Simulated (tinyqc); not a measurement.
## n-type polysilicon, carrier trapping at grain boundaries: effect of the doping

One-dimensional grains of size Lg, uniform ionised doping N, monovalent traps Qt at each boundary at a depth Et below (for electrons) or above (for holes) the band edge there, abrupt depletion of width W on each side of a boundary, Boltzmann statistics. xi is the distance from the band edge at the grain centre to the Fermi level. Trapped charge Qt/(1 + exp((xi + VB - Et)/Vt)) = 2 N W, barrier VB = q N W^2/(2 eps0 eps_r).

If the trap equation with xi = Vt ln(NB/N) has a root W < Lg/2, the grain is partly depleted; otherwise W = Lg/2 and the trap equation gives xi = Et - VB + Vt ln(Qt/(N Lg) - 1). N* = Qt/Lg. n0 = NB exp(-xi/Vt); mean density n0 (1 - 2 W/Lg) by charge balance in a partly depleted grain, and n0 (sqrt(pi)/2) erf(u)/u with u = sqrt(VB/Vt) in a fully depleted one; v = sqrt(kB T/(2 pi ms m0)); barrier resistivity Vt exp(VB/Vt)/(q fe n0 v Lg); grain resistivity (1 - 2 W/Lg)/(q n0 mug); effective mobility 1/(q mean density total resistivity). Rows with xi above 0.45 V, towards mid-gap, are left out, since the other carrier type is ignored.

Inputs (values chosen for the exercise); values of the order met in polycrystalline silicon: temperature T = 300 K; relative permittivity eps_r = 11.7; conduction-band density of states at T NB = 2.8e19 cm^-3; grain size Lg = 53 nm; trap density of a grain boundary Qt = 6.7e11 cm^-2; depth of the trap level from the majority band edge at the boundary Et = 0.37 eV; mass for thermionic emission ms = 0.55 m0; correction factor of the emission rate fe = 0.5; mobility inside the grains mug = 130 cm^2/(V s).

Constants: q = 1.602176634e-19 C, kB = 1.380649e-23 J/K, m0 = 9.1093837015e-31 kg, Vt = kB T/q, eps0 = 8.8541878128e-14 F/cm where lengths are in cm. Results are converted to the units shown.

Result of one run:
columns A: N (cm^-3); B: N/N*; C: depleted share 2 W/Lg; D: VB (V); E: xi (V); F: mean density (cm^-3); G: resistivity (ohm cm); H: effective mobility (cm^2/(V s))
```
A           B       C        D       E         F       G      H
5.4e17  4.272  0.2341  0.01607  0.1021  4.136e17  0.1260  119.8
```

What becomes of these results when the doping N is changed from 5.4e17 to 1.2e17 cm^-3, all else the same?

Result of the changed run:
columns A: N (cm^-3); B: N/N*; C: depleted share 2 W/Lg; D: VB (V); E: xi (V); F: mean density (cm^-3); G: resistivity (ohm cm); H: effective mobility (cm^2/(V s))
```
A            B      C        D       E         F      G      H
1.2e17  0.9493  1.000  0.06517  0.2291  2.158e15  52.67  54.92
```

The whole series:
columns A: N (cm^-3); B: N/N*; C: depleted share 2 W/Lg; D: VB (V); E: xi (V); F: mean density (cm^-3); G: resistivity (ohm cm); H: effective mobility (cm^2/(V s))
```
A             B        C         D        E         F        G      H
6.3e15  0.04984    1.000  0.003421   0.4428  9.768e11  1.878e4  340.2
1.3e16   0.1028    1.000  0.007060   0.4189  2.351e12     8595  308.9
2.8e16   0.2215    1.000   0.01521   0.3873  7.282e12     3463  247.5
5.9e16   0.4667    1.000   0.03204   0.3414  3.626e13     1126  152.9
1.2e17   0.9493    1.000   0.06517   0.2291  2.158e15    52.67  54.92
2.6e17    2.057   0.4861   0.03336   0.1210  1.336e17   0.3296  141.7
5.4e17    4.272   0.2341   0.01607   0.1021  4.136e17   0.1260  119.8
1.1e18    8.701   0.1149  0.007889  0.08368  9.736e17  0.05934  108.0
2.4e18    18.99  0.05267  0.003616  0.06351  2.274e18  0.02700  101.7
5.1e18    40.34  0.02479  0.001702  0.04403  4.974e18  0.01270  98.84
```

As N goes from 6.3e15 to 5.1e18, VB goes from 0.00342 through a maximum of 0.0652 (at N = 1.2e17 among the rows listed) to 0.00170 V, the resistivity falls from 18800 to 0.0127 ohm cm and the effective mobility moves up and down between 54.9 and 340 cm^2/(V s). The steepest fall of the resistivity among the rows, as N^(-6.6), lies between N = 1.2e17 and 2.6e17 cm^-3; N* = 1.26e17 cm^-3. While the grain is fully depleted VB grows as N; once the traps are full it falls as 1/N. For N = 2.4e18, 5.1e18 xi is under 2.5 Vt, where Boltzmann statistics begin to fail. For N = 6.3e15, 1.3e16, 2.8e16, 5.4e17, 1.1e18, 2.4e18, 5.1e18 VB is below Vt, where abrupt depletion and thermionic emission are rough. For N = 6.3e15, 1.3e16, 2.8e16, 5.9e16, 2.6e17 the effective mobility exceeds mug, since drift through the depleted part of the grain is left out.

tinyqc, about 0.01 s, one thread, Intel Xeon 2.30GHz (shared host): `OMP_NUM_THREADS=1 python tinyqc.py 2830099 2830100 out.jsonl`
